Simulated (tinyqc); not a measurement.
MOSFET in the linear regime without short-channel effects, parameter extraction from computed curves: extraction methods against the source plus drain resistance.

Inversion charge Q = Cox n Vt W0(exp((Vg - VT)/(n Vt))), W0 the Lambert function and n = nf; u = Q/Cox; mobility mu = mu0/(1 + th1 u + th2 u^2); channel resistance Rch = (L - dL)/(W mu Q); Id = Vd/(Rch + Rsd/W). Cox = eps0 eox/tox. Small Vd, no channel-length or drain effects.

From the continuous curve Id(Vg): tangent at peak gm (V_ext = Vg - Id/gm); constant current Id = 0.1 uA W/L; peak of d2Id/dVg2; Y = Id/sqrt(gm) drawn through Vg = VT + 0.6 and VT + 0.8 V, with intercept VT_Y and slope s. Mobilities gm,max L/(W Cox Vd) and s^2 L/(W Cox Vd) with the drawn L. Last column: share of Rsd/W in the total resistance at VT + 0.8 V.

Inputs (values chosen for the exercise); channel values of the order met in silicon transistors:
- T = 77 K (temperature)
- eox = 3.9 (relative permittivity of the gate insulator (close to silicon dioxide))
- tox = 8 nm (insulator thickness)
- mu0 = 150 cm^2/(V s) (low-field mobility)
- th1 = 0.25 1/V (first mobility attenuation factor)
- th2 = 0.24 1/V^2 (second mobility attenuation factor)
- VT = 0.35 V (threshold voltage)
- nf = 1.18 (body factor)
- W = 1 um (gate width)
- L = 0.52 um (drawn gate length)
- dL = 0.019 um (drawn less effective length)
- Vd = 0.02 V (drain voltage)

Constants: q = 1.602176634e-19 C, kB = 1.380649e-23 J/K, Vt = kB T/q, eps0 = 8.8541878128e-14 F/cm where lengths are in cm. Results are converted to the units shown.

Results:

| Rsd (ohm um) | V_ext (V) | constant current (V) | second derivative (V) | VT_Y (V) | mobility from gm (cm^2/(V s)) | mobility from Y (cm^2/(V s)) | series share (%) |
|---|---|---|---|---|---|---|---|
| 0 | 0.359 | 0.444 | 0.348 | 0.444 | 137 | 214 | 0 |
| 50 | 0.359 | 0.444 | 0.348 | 0.444 | 136 | 214 | 0.370 |
| 100 | 0.359 | 0.444 | 0.348 | 0.444 | 136 | 214 | 0.736 |
| 200 | 0.359 | 0.444 | 0.348 | 0.444 | 136 | 214 | 1.46 |
| 800 | 0.358 | 0.444 | 0.348 | 0.444 | 134 | 214 | 5.60 |
| 1500 | 0.357 | 0.445 | 0.348 | 0.444 | 132 | 214 | 10.0 |

Estimate the missing row, Rsd = 400 ohm um.

Computed row:

| Rsd (ohm um) | V_ext (V) | constant current (V) | second derivative (V) | VT_Y (V) | mobility from gm (cm^2/(V s)) | mobility from Y (cm^2/(V s)) | series share (%) |
|---|---|---|---|---|---|---|---|
| 400 | 0.358 | 0.444 | 0.348 | 0.444 | 135 | 214 | 2.88 |

With this row back in the table: The model has VT = 0.35 V and mu0 = 150 cm^2/(V s). Over the table the extracted thresholds move by 1.9 mV (tangent), 1.3 mV (constant current), under 0.5 mV (second derivative), under 0.5 mV (Y function). The mobility from gm falls from 137 to 132 and that from Y stays near 214 cm^2/(V s). Y cancels the series resistance, which multiplies Id and sqrt(gm) by the same factor.

Computed by the program tinyqc: `OMP_NUM_THREADS=1 python tinyqc.py 2210118 2210119 out.jsonl`, one thread of a shared Intel Xeon 2.30GHz, about 0.01 s for the whole run.
